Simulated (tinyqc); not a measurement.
Five-level k.p model folded onto the conduction band, step by step. Values are carried at full precision from step to step, so a last printed digit may differ when a step is redone from the rounded ones.

Second-order sums for the lowest conduction level at E: 1/m = 1 + Cm + (Ep/3)(2/E + 1/(E + Dso)) - (Ep2/3)(2/(E7 + D2 - E) + 1/(E7 - E)); g/2 = 1 + Cg - (Ep/3)(1/E - 1/(E + Dso)) - (Ep2/3)(1/(E7 - E) - 1/(E7 + D2 - E)). E is counted from the top of the valence band; E = Eg at the edge.

Constants: hbar^2/2m0 = 3.80998211 eV angstrom^2.

Parameters, chosen for this exercise (near those of InP; not measured data): Eg = 1.444 eV (gap at Gamma to the s-like level); Dso = 0.102 eV (spin-orbit splitting); Ep = 21.9 eV (Kane energy); E7 = 4.83 eV (upper Gamma7 conduction level, from the valence top); D2 = 0.08 eV (its spin-orbit splitting, Gamma8 above Gamma7); Ep2 = 1.8 eV (Kane energy to the upper levels); Cm = -3 (remote term in 1/m); Cg = 0 (remote term in g/2); k = 0.051 1/angstrom (wave vector along z).

## Mass and g factor term by term

Evaluate at E = Eg.

Terms:
```
level           part of 1/m  part of g
free + remote       -2.0000     2.0000
Gamma8 valence      10.1108   -10.1108
Gamma7 valence       4.7219     9.4437
Gamma8 upper        -0.3462     0.3462
Gamma7 upper        -0.1772    -0.3544
```

m = 0.0812 m0
g = 1.325

The valence levels give 14.83 to 1/m and the upper levels take 0.52 away. In g the two valence terms nearly cancel when Dso is small against Eg; here Dso/Eg = 0.07 and they leave -0.667, the upper pair -0.008.

## The matrix at one k

For k along z and one spin sector the level c couples to four states. With c0 = hbar^2/2m0, P = sqrt(Ep c0), P2 = sqrt(Ep2 c0): diagonal Eg + (1 + Cm) c0 k^2 for c, and 0, -Dso, E7 + D2, E7 for lh, so, G8 up, G7 up (their own dispersion is left out); couplings of c: sqrt(2/3) P k to lh, sqrt(1/3) P k to so, sqrt(2/3) P2 k to G8 up, sqrt(1/3) P2 k to G7 up (phases chosen real).

Fill in the matrix.

H (eV), rows c, lh, so, G8 up, G7 up and columns alike:
$$\begin{pmatrix}
1.42418 & 0.38037 & 0.26896 & 0.10905 & 0.07711 \\
0.38037 & 0 & 0 & 0 & 0 \\
0.26896 & 0 & -0.10200 & 0 & 0 \\
0.10905 & 0 & 0 & 4.91000 & 0 \\
0.07711 & 0 & 0 & 0 & 4.83000
\end{pmatrix}$$

## Exact folding onto c

Solve E = H_cc + S(E), S(E) = sum_j H_cj^2/(E - H_jj), from E = H_cc, by plain substitution and by Newton steps on E - H_cc - S(E). The weight of c in the state is Z = 1/(1 - dS/dE). The exact level is the third eigenvalue of H from below.

Iterates (eV):
```
step  substitution   Newton
0          1.42418  1.42418
1          1.56801  1.55448
2          1.55439  1.55548
3          1.55558  1.55548
4          1.55547  1.55548
5          1.55548  1.55548
6          1.55548  1.55548
7          1.55548  1.55548
```

exact level = 1.55548 eV
Z = 0.9193

Substitution multiplies the error by about dS/dE = 1 - 1/Z = -0.088 a step, so it alternates; after 7 steps it is off by 5.7e-09 eV, while Newton is within 1e-5 eV from step 2 on.

## Loewdin series

Expanding E = H_cc + S(E) about Eg in powers of k^2, with s_n = sum_j H_cj^2/(Eg - H_jj)^n: order k^2: e2 = (1 + Cm) c0 k^2 + s1; order k^4: e4 = -s2 e2; order k^6: e6 = s3 e2^2 + s2^2 e2.

Give each order and the partial sums, counted from Eg.

s1 (eV), s2 (no unit), s3 (1/eV); (1 + Cm) c0 k^2 is H_cc - Eg: [0.14180, 0.10116, 0.06719]

e2, e4, e6 (eV): [0.12198, -0.01234, 0.00225]

partial sums (eV): [0.12198, 0.10964, 0.11189]

The exact value is 0.11148 eV; the errors of the partial sums are +10.50, -1.84 and +0.41 meV.

## Checks

- Curvature of the exact level at small k against the sum for 1/m: both 12.309.

(tinyqc, `OMP_NUM_THREADS=1 python tinyqc.py 1050691 1050692 out.jsonl`, Intel(R) Xeon(R) Processor @ 2.30GHz, 1 thread, shared host, about 0.01 s.)
